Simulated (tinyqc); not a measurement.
# From surface concentration C(0) (Gaussian) back to drive-in time t2

Model: two-step dopant diffusion (predeposition and drive-in) with a constant diffusivity. Computed by tinyqc, a small Python program. Command: `OMP_NUM_THREADS=1 python tinyqc.py 3000993 3000994 out.jsonl dopdiff inv`. One thread of a shared host (Intel(R) Xeon(R) Processor @ 2.30GHz), about 0.03 s of CPU time with the checks.

Fick diffusion into a half space x > 0 whose background doping C_B is of the opposite type, so that a junction lies where C = C_B.

Inputs (values chosen for the exercise, modelled on boron in silicon): prefactor D0 = 1.04 cm^2/s; activation energy E = 3.51 eV; surface concentration C_s = 3.9e+19 1/cm^3; background doping C_B = 1.1e+15 1/cm^3; predeposition temperature T1 = 1025 C; predeposition time t1 = 45 min; drive-in temperature T2 = 1100 C.

Furnace ramps of the drive-in: none.

Constants: k_B = 8.617333262e-05 eV/K.

Method:
- D = D0 exp(-E/(k_B T)).
- Temperatures in kelvin are T(C) + 273.15.
- Times in seconds are 60 times the minutes.
- (Dt)2 = D2 t2, t2 in seconds.
- C = C_s erfc(x/(2 sqrt(D1 t1))); dose Q = 2 C_s sqrt(D1 t1/pi); the junction solves erfc(z) = C_B/C_s with x_j = 2 z sqrt(D1 t1).
- With a sealed surface and a thin source, C = Q/sqrt(pi (Dt)2) exp(-x^2/(4 (Dt)2)); x_j = 2 sqrt((Dt)2 ln(C(0)/C_B)); gradient at the junction |dC/dx| = C_B x_j/(2 (Dt)2).

Problem. A run gave the result below. Find the drive-in time t2, known to lie between 19 and 37 min.

surface concentration C(0) (Gaussian) = 1.270809e+19 1/cm^3

Solution.

Each step takes the trial c = (a f_b - b f_a)/(f_b - f_a), f being the result less the target and a, b, c the logarithms of the listed values; c replaces end b, the old b replaces a if the sign of f changed, and otherwise f_a is halved.

Scan of the range:
```
drive-in time t2 (min)  surface concentration C(0) (Gaussian) (1/cm^3)
19.0                                                       1.62194e+19
21.2                                                       1.53547e+19
23.7                                                       1.45223e+19
26.5                                                       1.37337e+19
29.6                                                       1.29947e+19
33.1                                                       1.22884e+19
37.0                                                       1.16228e+19
```

False position (Illinois rule, in the logarithm of the input) inside the bracket:
```
step    end a    end b    trial  surface concentration C(0) (Gaussian) (1/cm^3)
1     29.6000  33.1000  30.9732                                     1.27033e+19
2     29.6000  30.9732  30.9280                                     1.27126e+19
3     30.9732  30.9280  30.9500                                     1.27081e+19
4     30.9280  30.9500  30.9500                                     1.27081e+19
```

Surface concentration C(0) (Gaussian) falls at every point of a 13-point scan of the range (every second point is shown), so one value fits; it is bracketed by 29.6 and 33.1. The scan shows a pure power law with exponent -0.5000, so scaling from any one row also gives the answer directly. Answer: drive-in time t2 = 30.95 min.

Caution: the drive-in budget is under fifteen times D1 t1, so the source is not thin and the Gaussian junction is too shallow. Caution: the surface value exceeds the intrinsic carrier density during the drive-in as well. Caution: C_s exceeds the intrinsic carrier density of silicon at the predeposition temperature (2e18 to 1e19 per cm^3), where real diffusivities rise with concentration and profiles turn box-like.
